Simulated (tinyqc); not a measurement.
Koster-Slater impurity in an sp3s* host, step by step. Values are carried at full precision from step to step, so a last printed digit may differ when a step is redone from the rounded ones.

sp3s* tight binding, nearest neighbours only: anion (a) at 0, cation (c) at a/4 (1,1,1), orbitals s, px, py, pz, s* on each; k in units of 2 pi/a. With phases e_j = exp(i (pi/2) k.n_j) for n = (1,1,1), (1,-1,-1), (-1,1,-1), (-1,-1,1): g0 = (e1+e2+e3+e4)/4, g1 = (e1+e2-e3-e4)/4, g2 = (e1-e2+e3-e4)/4, g3 = (e1-e2-e3+e4)/4. The diagonal holds the levels Esa, Epa, Exa (s*) and Esc, Epc, Exc. Anion-cation block: <sa|sc> = Vss g0; <sa|xc> = Vsapc g1; <xa|sc> = -Vscpa g1; <xa|xc> = Vxx g0; <xa|yc> = <ya|xc> = Vxy g3, <xa|zc> = <za|xc> = Vxy g2, <ya|zc> = <za|yc> = Vxy g1; <s*a|xc> = Vxapc g1; <xa|s*c> = -Vpaxc g1; y and z take g2 and g3 in place of g1; s-s* and s*-s* vanish.

Inputs chosen for the exercise (out of a larger set: near a published set for AlAs; not measured data): p = (-7.446, 0.983, -1.177, 3.557, 7.553, 6.742, -6.631, 1.872, 4.252, 5.124, 5.55, 4.52, 5.031) eV (order Esa, Epa, Esc, Epc, Exa, Exc, Vss, Vxx, Vxy, Vsapc, Vscpa, Vxapc, Vpaxc); N = 6 (mesh); V = -5.3 eV (shift of the s level).

## The gap of the host

Gaps from the top of the valence band to Gamma, to the minimum on (x,0,0) from 0.5 to 1, and to L; the smallest is Eg.

top of the valence band on the scale of the parameters = -0.0017 eV

gaps (eV): Gamma 3.0248, Delta 2.2926, L 2.7084

Eg (smallest gap of the host) = 2.29259 eV

## Where the weight lies

A defect on a cation site (c) shifts the s level there by Vs or the three p levels by Vp and leaves the rest. A level in the gap solves 1/Vs = G_s(E) (symmetry A1) or 1/Vp = G_p(E) (T2, threefold), with G(E) = (1/N^3) sum over k and bands of w/(E - e), where w is the weight of the state on the s orbital of that site, or the mean weight on its px, py, pz. Mesh: k = f1 (-1,1,1) + f2 (1,-1,1) + f3 (1,1,-1), f = (j + 1/2)/N, j = 0 to N - 1. Energies from the top of the valence band at Gamma; the s* orbital of the site is left as it is. An infinite shift removes the s or p orbitals, the model of the ideal vacancy: G(E) = 0.

For each band: mean energy over the mesh and summed weights; each column of weights adds to one.

Bands:
```
band  mean energy (eV)  s weight  p weight
1              -10.282    0.1249    0.0296
2               -5.387    0.3325    0.0280
3               -1.692    0.0042    0.1101
4               -1.348    0.0012    0.1058
5                2.686    0.1287    0.1270
6                3.144    0.3456    0.0461
7                5.896    0.0005    0.2257
8                6.220    0.0007    0.2169
9                9.538    0.0542    0.0130
10              10.535    0.0076    0.0978
```

The filled bands hold 0.463 of the s orbital and 0.273 of each p orbital of the cation. Filled states add positive terms to G in the gap and empty ones negative terms.

## Green functions across the gap

G at nine energies E = Eg j/8.

G(E) (1/eV):
```
E (eV)       G_s       G_p
0.0000  -0.08740   0.04159
0.2866  -0.10935  -0.01730
0.5731  -0.13465  -0.05396
0.8597  -0.16536  -0.08686
1.1463  -0.20456  -0.12122
1.4329  -0.25769  -0.16236
1.7194  -0.33588  -0.22054
2.0060  -0.46751  -0.32989
2.2926  -0.82842  -1.03211
```

Both fall with E, as dG/dE = -sum w/(E - e)^2 demands. G_s keeps its sign, so the vacancy has no level of this symmetry in the gap. G_p changes sign, so the vacancy has a level of this symmetry in the gap.

## A first estimate from the table

A defect that shifts the s level of its cation site by V has a level where the host Green function G_s(E) equals 1/V; E is counted from the top of the valence band. Find it by linear interpolation between the two rows that bracket it.

1/V = -0.18868 1/eV
estimated level = 1.030 eV

## The level and its weight on the defect

Solve by bisection with the full sum. The weight of the bound state on the shifted orbital is G^2/(-G'), which is also dE/dV.

level = 1.0394 eV
G'(E) = -0.14085 1/eV^2
weight on the defect orbital = 0.2528

The level lies 1.039 eV above the valence band and 1.253 eV below the conduction band. Only 25.3 % of it sits on the shifted orbital, the rest on other orbitals (the s* of the same site among them), so a shift of 1 eV moves the level by about 253 meV.

## Checks

- Sum of the s weights over all bands against one: both 1.00000.
- First moment of the s weights against the s level of the site, on the scale of the parameters: both -1.17700.

(tinyqc, `OMP_NUM_THREADS=1 python tinyqc.py 1452321 1452322 out.jsonl`, Intel(R) Xeon(R) Processor @ 2.30GHz, 1 thread, shared host, about 0.07 s.)
